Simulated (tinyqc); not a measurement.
Worked calculation: band edges of strained Si(1-x)Ge(x) on relaxed Si(1-y)Ge(y). Values are carried at full precision from step to step, so a last printed digit may differ when a step is redone from the rounded ones.

Values are linear in the Ge fraction but for ED(x) = linear - CD x (1 - x) and a(x) = linear - Ca x (1 - x). Energies are on the common scale of Ev.

Values chosen for the exercise (end members near Si and Ge, in this order; not measured data):
- a = (5.434, 5.66) angstrom (lattice constant)
- Dso = (0.044, 0.286) eV (spin-orbit splitting)
- av = (2.5, 1.22) eV (valence hydrostatic potential)
- b = (-2.11, -2.52) eV (tetragonal shear potential)
- d = (-4.82, -5.35) eV (trigonal shear potential)
- C11 = (168.2, 129.4) GPa
- C12 = (64.5, 47.7) GPa
- C44 = (79, 65.8) GPa
- Ev = (0, 0.63) eV (top of the unstrained valence band)
- ED = (1.158, 0.931) eV (gap to the Delta valleys)
- EL = (1.994, 0.739) eV (gap to the L valleys)
- aD = (1.68, 1.25) eV (hydrostatic potential of the Delta gap)
- aL = (-2.94, -2.95) eV (hydrostatic potential of the L gap)
- XuD = (9.45, 9.71) eV (uniaxial potential, Delta)
- XuL = (16.33, 14.58) eV (uniaxial potential, L)
- CD = 0.199 eV (bowing of the Delta gap)
- Ca = 0 angstrom (bowing of the lattice constant)
- x = 0.22 (Ge fraction of the layer)
- y = 0 (Ge fraction of the relaxed buffer)
- face = 110 (growth face)

## Values of the layer and the buffer

Interpolate at x and at y.

Interpolated values (a in angstrom, C11, C12, C44 in GPa, all else in eV):
```
symbol     layer    buffer
a         5.4837    5.4340
Dso       0.0972    0.0440
av        2.2184    2.5000
b        -2.2002   -2.1100
d        -4.9366   -4.8200
C11     159.6640  168.2000
C12      60.8040   64.5000
C44      76.0960   79.0000
Ev        0.1386    0.0000
ED        1.0739    1.1580
EL        1.7179    1.9940
aD        1.5854    1.6800
aL       -2.9422   -2.9400
XuD       9.5072    9.4500
XuL      15.9450   16.3300
```

## Strain of the layer on a (110) buffer

Coherent growth on a (110) face: e_par = (a(y) - a(x))/a(x), e_perp = -(C11 + 3 C12 - 2 C44)/(C11 + C12 + 2 C44) e_par; exx = eyy = (e_par + e_perp)/2, ezz = e_par, exy = (e_perp - e_par)/2, eyz = ezx = 0.

Use the elastic constants of the layer.

e_par = -0.009067
e_perp = 0.004620

strain tensor in the cubic axes, rows x, y, z and columns alike:
$$\begin{pmatrix}
-0.002223 & 0.006843 & 0.000000 \\
0.006843 & -0.002223 & 0.000000 \\
0.000000 & 0.000000 & -0.009067
\end{pmatrix}$$

The layer is under compression in the plane; its volume changes by -1.351 %.

## Conduction valleys of the layer

A valley with unit axis u lies at Ev + gap + (av + a_valley) tr(e) + Xu (u.e.u - tr(e)/3); the Delta axes are x, y, z and the L axes [111], [1-1-1], [-11-1], [-1-11]. The second-order shift of the Delta valleys under shear is left out; it lowers the pair normal to the sheared plane by tens of meV at a shear of 1 %.

Give the hydrostatic shifts, the uniaxial shifts and the edges.

hydrostatic shifts of Delta and L (eV): [-0.0514, 0.0098]

uniaxial shifts (eV): Delta x 0.0217, Delta y 0.0217, Delta z -0.0434, L [111] 0.0727, L [1-1-1] -0.0727, L [-11-1] -0.0727, L [-1-11] 0.0727

valley edges (eV): Delta x 1.1828, Delta y 1.1828, Delta z 1.1177, L [111] 1.9390, L [1-1-1] 1.7935, L [-11-1] 1.7935, L [-1-11] 1.9390

The lowest set is Delta2 (the digit counts whole valleys) at 1.1177 eV; the Delta valleys spread over 65 meV and the L valleys over 145 meV.

## Valence edges of the layer

Valence edges: Ev plus the levels of the 6 x 6 matrix of X, Y, Z times spin with -Dso/3 + l exx + m (eyy + ezz) on the diagonal (cyclic), n exy off it, l = av + 2 b, m = av - b, n = sqrt(3) d. Spin-orbit term (Dso/3) L.sigma on X, Y, Z with (L_k)_ij = -i epsilon_kij: <X+|H|Y+> = -i Dso/3, <X+|H|Z-> = Dso/3, <Y+|H|Z-> = -i Dso/3, <Z+|H|X-> = -Dso/3, <Z+|H|Y-> = i Dso/3, <X-|H|Y-> = i Dso/3, and their conjugates; + and - are the spin along z.

Give the strain block and the three twofold edges.

strain block (eV), rows X, Y, Z and columns alike:
$$\begin{pmatrix}
-0.0450 & -0.0585 & 0 \\
-0.0585 & -0.0450 & 0 \\
0 & 0 & 0.0001
\end{pmatrix}$$

edges from the top (eV): [0.1463, 0.1010, -0.0186]

The top two edges are split by 45 meV.

## Gap and offsets against the buffer

Buffer: Ev(y) and Ec = Ev(y) + min(ED, EL). dEc = Ec(buffer) - Ec(layer), dEv = Ev(layer) - Ev(buffer); positive values confine the carrier in the layer; type I if both have one sign.

gap of the strained layer = 0.9715 eV
gap of the buffer = 1.1580 eV
dEc = 0.0403 eV
dEv = 0.1463 eV

Type I: electrons collect in the layer (40 meV) and holes in the layer (146 meV). The relaxed layer would have a gap of 1.074 eV, so strain has moved it by -102 meV. An offset this small is within the spread of published parameter sets, so the type is not settled by this model.

## Checks

- Mean of the three Delta edges against the hydrostatic shift alone (eV): both 1.16111.

tinyqc: `OMP_NUM_THREADS=1 python tinyqc.py 1081401 1081402 out.jsonl`; about 0.02 s, one thread, shared Intel(R) Xeon(R) Processor @ 2.30GHz.
